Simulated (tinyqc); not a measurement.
Changing the time t: Deal-Grove kinetics of thermal oxidation of silicon. Computed by tinyqc, a small Python program. Command: `OMP_NUM_THREADS=1 python tinyqc.py 3013410 3013411 out.jsonl oxide sweep`. One thread of a shared host (Intel(R) Xeon(R) Processor @ 2.30GHz), about 0.2 s of CPU time with the checks.

Oxidant diffuses through the oxide and reacts at the interface, so that dx/dt = B/(A + 2x) for the oxide thickness x.

Inputs (values chosen for the exercise, close to those used for silicon):
```
quantity                       value    unit
prefactor B0                     441  um^2/h
activation energy E_B          0.788      eV
prefactor (B/A)0            9.32e+07    um/h
activation energy E_A           2.04      eV
temperature T                    925       C
oxidant pressure p                 2     atm
pressure exponent m of B/A         1       -
initial oxide x_i              0.002      um
```

Ambient: steam. Surface: (100).

Constants: k_B = 8.617333262e-05 eV/K.

Method:
- B = B0 p exp(-E_B/(k_B T)), B/A = (B/A)0 p^m exp(-E_A/(k_B T)), p in atm; A = B/(B/A).
- Temperatures in kelvin are T(C) + 273.15.
- tau = (x_i^2 + A x_i)/B and x = (A/2) [sqrt(1 + 4 B (t + tau)/A^2) - 1], the root of x^2 + A x = B (t + tau).
- Silicon consumed is 0.44 times the oxide grown; the rate is B/(A + 2x).

One run for each value:
```
time t (h)  oxide thickness x (um)  final growth rate (um/h)  silicon consumed (um)
0.03                         0.016                    0.4716                  0.006
0.074                        0.037                    0.4514                  0.015
0.18                         0.082                    0.4117                  0.035
0.45                         0.184                    0.3445                  0.080
1.1                          0.377                    0.2625                  0.165
2.7                          0.724                    0.1842                  0.318
6.6                          1.299                    0.1231                  0.571
16                           2.215                    0.0806                  0.974
40                           3.721                    0.0514                  1.637
```

What does the table show, and why?

Over the rows, oxide thickness x (um) rises from 0.0164 to 3.72 (exponent d ln y / d ln x 0.89 between the first rows and 0.57 between the last); final growth rate (um/h) falls from 0.472 to 0.0514 (exponent d ln y / d ln x -0.049 between the first rows and -0.49 between the last); silicon consumed (um) rises from 0.00633 to 1.64 (exponent d ln y / d ln x 0.98 between the first rows and 0.57 between the last). At the high end the exponent of final growth rate is -0.49, close to -0.50: parabolic growth slows as t^(-1/2). The rate B/(A + 2x) falls as the film lengthens the diffusion path.

Caution (rows 40.0): films of several micrometres crack or stress the wafer in practice, which the model ignores.
